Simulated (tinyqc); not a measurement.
Worked calculation: deformation potentials from a strained empirical pseudopotential. Values are carried at full precision from step to step, so a last printed digit may differ when a step is redone from the rounded ones.

Diamond lattice, no spin-orbit coupling. Atomic form factor V(q) = a1 (q^2 - a2)/(a3 exp(a4 q^2) - 1) in rydberg with q in 1/bohr, for the unstrained cell. Under a strain e the reciprocal vectors and k go over into (1 + e)^(-1) G, the atoms sit at +/- tau with tau = (1 + e) a (1,1,1)/8 - zeta a (eyz, ezx, exy)/4, and H(G,G') = c |k + G|^2 delta + (V(q)/det(1 + e)) cos(q.tau), q = G - G', with the term q = 0 left out; c = hbar^2/2m0. The basis is fixed before straining: all G with |k + G|^2 up to 16 (2 pi/a)^2. k is given in units of 2 pi/a of the unstrained cell.

Constants: a0 (Bohr radius) = 0.5291772105 angstrom; hbar^2/2m0 = 3.80998211 eV angstrom^2; Ry = 13.60569312 eV.

Parameters, chosen for this exercise (a germanium-sized cell with gaps well above those of Ge; shifted at random, so the results belong to these values and not to a real crystal):
- a = 5.652 angstrom (lattice constant)
- A = (0.396, 2.405, 2.081, 0.456) (a1 (Ry bohr^2), a2 (1/bohr^2), a3, a4 (bohr^2))
- h = 0.002 (size of the test strain)
- kD = 0.82 2 pi/a (position of the Delta minimum)
- zeta = 0.57 (internal-strain parameter)

## Form factors, unstrained and under a volume change

q^2 = n (2 pi/a)^2 a0^2 for the shells n = 3, 8, 11; for e = h 1, q^2 is divided by (1 + h)^2 and V by (1 + h)^3. Last column: the change divided by the relative change of volume, (1 + h)^3 - 1.

Form factors:
```
n   q^2 (1/bohr^2)    V (Ry)  V expanded (Ry)  dV/(dVol/Vol) (Ry)
3          1.03820  -0.23121         -0.23114              0.0105
8          2.76852   0.02265          0.02196             -0.1151
11         3.80672   0.05136          0.05089             -0.0792
```

## Gaps under a volume change

e = -h 1, 0, +h 1; gaps from the valence top to the s-like level at Gamma (level 5), and to level 5 at (kD,0,0) and (1/2,1/2,1/2).

Gaps (eV):
```
gap             e = -h    e = 0   e = +h
Gamma, s-like  1.74638  1.69398  1.64176
Delta          1.05358  1.05949  1.06513
L              1.08284  1.06603  1.04915
```

## Hydrostatic deformation potentials

a = [E(+h) - E(-h)]/(3 ln((1 + h)/(1 - h))).

a of the gaps to Gamma, Delta, L (eV): -8.72  0.96  -2.81

Compression opens the Gamma gap, opens the L gap and closes the Delta gap. Only differences are defined here: the absolute shifts depend on the mean potential, which this model leaves out.

## Tetragonal strain

e = diag(-h/2, -h/2, h). Level 5 at (kD,0,0) and (0,0,kD), and levels 2 to 4 at Gamma, all from the mean of the three valence levels.

Delta x, Delta z (eV): 1.05163  1.07519

valence levels (eV): -0.01766  0.00883  0.00883

## Xu of the Delta valleys and b

For e = diag(-h/2, -h/2, h): E(Delta z) - E(Delta x) = Xu (ezz - exx), and without spin-orbit coupling E(Z) - E(X, Y) = 3 b (ezz - exx); Z is the single level, X and Y the pair.

Xu = 7.85 eV
b = -2.94 eV

Stretching along z raises the valleys on the z axis and lowers the Z valence state. One-sided differences carry an error of order h. A local potential fitted to band energies alone fixes these slopes only roughly; b tends to come out too large and Xu of L too small.

## Trigonal strain

exy = eyz = ezx = h, with the internal displacement. Level 5 at (1/2,1/2,1/2) and (1/2,-1/2,-1/2), and levels 2 to 4 at Gamma, from the mean of the three valence levels.

L [111], L [1-1-1] (eV): 1.11345  1.05010

valence levels (eV): -0.02665  0.01332  0.01332

## Xu of the L valleys and d

For the tensor strain exy = eyz = ezx = h: E(L [111]) - E(L [1-1-1]) = (8/3) Xu h, and E(single valence level) - E(pair) = 3 sqrt(3) d h. Find Xu and d.

Xu (L) = 11.88 eV
d = -3.85 eV

## Checks

- Level 5 at (kD,0,0) and (0,kD,0) under the tetragonal strain (eV): both 10.4503.

tinyqc: `OMP_NUM_THREADS=1 python tinyqc.py 1880178 1880179 out.jsonl`; about 0.2 s, one thread, shared Intel(R) Xeon(R) Processor @ 2.30GHz.
